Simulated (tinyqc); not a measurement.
## Metal gate on a two-layer dielectric stack with fixed charge and a dipole: flat band against the thickness t2

Gate, layer 2, layer 1, p-type semiconductor; x runs from the gate inwards. Charges are counted in units of +q. psi is the band bending at the surface, positive towards inversion. Classical charge, Boltzmann statistics, no interface traps.

EOT = 3.9 (t1/e1 + t2/e2), Cox = eps0/(t1/e1 + t2/e2); phi_ms = pM - (chi + Eg - Vt ln(Nv/Na)). Vfb = phi_ms + Vd - (q/eps0) [Q1 (t1/e1 + t2/e2) + Q2 t2/e2 + r1 (t1^2/(2 e1) + t1 t2/e2) + r2 t2^2/(2 e2)]: each charge counts with its electrical distance from the gate. ni = sqrt(Nc Nv) exp(-Eg/(2 Vt)), Eg in volts, pB = Vt ln(Na/ni), Vth = Vfb + 2 pB + sqrt(4 q eps0 eps_r Na pB)/Cox.

Parameters, values chosen for the exercise; band and dielectric values close to those of 4H silicon carbide, layer 1 close to silicon nitride, layer 2 close to zirconium oxide: temperature T = 300 K; band gap Eg = 3.32 eV; relative permittivity eps_r = 9.55; conduction-band density of states at T Nc = 1.67e19 cm^-3; valence-band density of states at T Nv = 2.49e19 cm^-3; electron affinity chi = 3.55 eV; acceptor density Na = 1.3e18 cm^-3; work function of the gate metal pM = 4.98 eV; thickness of layer 1, next to the semiconductor t1 = 1.7 nm; relative permittivity of layer 1 e1 = 7.53; relative permittivity of layer 2 e2 = 25.1; fixed charge at the semiconductor interface Q1 = 3e11 cm^-2; fixed charge between the layers Q2 = 1.6e12 cm^-2; uniform charge density in layer 1 r1 = 0 cm^-3; uniform charge density in layer 2 r2 = 2e18 cm^-3; flat-band shift by a dipole layer between the layers Vd = 0 V.

Constants: q = 1.602176634e-19 C, kB = 1.380649e-23 J/K, Vt = kB T/q, eps0 = 8.8541878128e-14 F/cm where lengths are in cm. Results are converted to the units shown.

Flat band against the thickness t2:
```
t2 (nm)  EOT (nm)  Vfb (V)  Vth (V)
1           1.036   -1.840    1.655
2.3         1.238   -1.861    1.696
3.6         1.440   -1.885    1.734
4.9         1.642   -1.910    1.770
6.1         1.828   -1.936    1.802
7.4         2.030   -1.967    1.833
8.7         2.232   -2.000    1.862
10          2.434   -2.035    1.888
```

Vfb falls from -1.84 to -2.03 V and Vth rises from 1.65 to 1.89 V. The slope dVfb/dEOT is -103 mV/nm between the first two rows and -175 between the last two: the charge inside the growing layer bends the line. A line through the end rows meets EOT = 0 at -1.70 V, against phi_ms + Vd = -1.81 V; an effective work function read from it is off by 118 mV from pM.

Numbers from tinyqc (`OMP_NUM_THREADS=1 python tinyqc.py 2010082 2010083 out.jsonl`; about 0.01 s on one thread of a shared Intel Xeon 2.30GHz).
